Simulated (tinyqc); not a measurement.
# Band bending at a free surface with a continuum of surface states, surface photovoltage and Kelvin probe, step by step

Numbers from tinyqc (`OMP_NUM_THREADS=1 python tinyqc.py 2430080 2430081 out.jsonl`; about 0.01 s on one thread of a shared Intel Xeon 2.30GHz). Printed values are rounded.

n-type bulk, xi = Ec - EF = Vt ln(Nc/Nd), p0 = ni^2/Nd, ni = sqrt(Nc Nv) exp(-Eg/(2 Vt)), Eg in volts. b is the upward band bending, u = b/Vt. Space charge per area, in units of q: Qc = sign(b) sqrt((2 eps0 eps_r Vt/q) [(Nd + dn)(exp(-u) - 1) + Nd u + (p0 + dn)(exp(u) - 1)]), with dn the excess density under light (flat quasi-Fermi levels; 0 in the dark). The states hold -Ds (E0 - xi - b): negative while the Fermi level lies above the neutrality level. Neutrality: Qc + Qf + (charge of the states) = 0.

Inputs (values chosen for the exercise); band and dielectric values those of a made-up semiconductor:
- T = 300 K (temperature)
- Eg = 1.19 eV (band gap)
- eps_r = 13.7 (relative permittivity)
- Nc = 2.6e19 cm^-3 (conduction-band density of states at T)
- Nv = 2.03e19 cm^-3 (valence-band density of states at T)
- chi = 4.03 eV (electron affinity)
- Nd = 7.9e15 cm^-3 (donor density)
- Qf = 3e11 cm^-2 (fixed positive charge at the surface)
- pt = 4.77 eV (work function of the probe tip)
- Ds = 2.5e12 cm^-2 eV^-1 (density of surface states)
- E0 = 0.54 eV (depth of their neutrality level below the conduction edge)
- dn = 8.7e10 cm^-3 (excess carrier density under light)

Constants: q = 1.602176634e-19 C, kB = 1.380649e-23 J/K, Vt = kB T/q, eps0 = 8.8541878128e-14 F/cm where lengths are in cm. Results are converted to the units shown.

## Bulk quantities

xi, ni, p0, the Debye length sqrt(eps0 eps_r Vt/(q Nd)) and the flat-band work function chi + xi.

xi = 0.2093751 eV
ni = 2.320997e9 cm^-3
p0 = 681.9023 cm^-3
Debye length = 49.77520 nm
chi + xi = 4.239375 eV

## Iteration 1: band bending in the dark

b at the start = 0.26 V

Fixed-point step: b(new) = E0 - xi - (Qc(b) + Qf)/Ds.

b after iteration 1 = 0.1436805 V

## Iteration 2: band bending in the dark

As before.

b after iteration 2 = 0.1631158 V

## Course of the iteration

Stop when b changes by less than 1e-10 V, or after 40 iterations.

Course of the iteration:

| iteration | b (V) | change (V) |
|---|---|---|
| 1 | 0.1436805 | 0.116 |
| 2 | 0.1631158 | 0.0194 |
| 3 | 0.1593600 | 3.76e-3 |
| 4 | 0.1600646 | 7.05e-4 |
| 5 | 0.1599317 | 1.33e-4 |
| 6 | 0.1599567 | 2.50e-5 |
| 7 | 0.1599520 | 4.72e-6 |
| 8 | 0.1599529 | 8.90e-7 |
| 9 | 0.1599527 | 1.68e-7 |
| 10 | 0.1599528 | 3.16e-8 |
| 11 | 0.1599528 | 5.96e-9 |
| 12 | 0.1599528 | 1.12e-9 |
| 13 | 0.1599528 | 2.12e-10 |
| 14 | 0.1599528 | 3.99e-11 |

Converged in 14 iterations. The step multiplies the error by -(dQc/db)/Ds = -0.19.

## Work function and Kelvin-probe reading

converged b = 0.1599528 V

Work function chi + xi + b; contact potential difference CPD = (work function of the sample) - pt. Depth of EF below Ec at the surface: xi + b. Depletion width Qc/Nd.

xi + b = 0.3693278 eV
Qc = 1.266805e11 cm^-2
Qc/Nd = 160.3550 nm
work function = 4.399328 eV
CPD = -370.6722 mV

The Fermi level lies 171 meV above the neutrality level.

## Surface photovoltage

Under chopped light the surface charge keeps its dark value, so b falls to bL with Qc(bL, dn) = Qc(b, 0); the photovoltage is b - bL. Qc rises with b, so bL follows by bisection.

bL = 0.1598153 V
photovoltage = 0.1374877 mV
share of b removed = 0.08595519 %
excess holes at the surface, dn exp(bL/Vt) = 4.210150e13 cm^-3
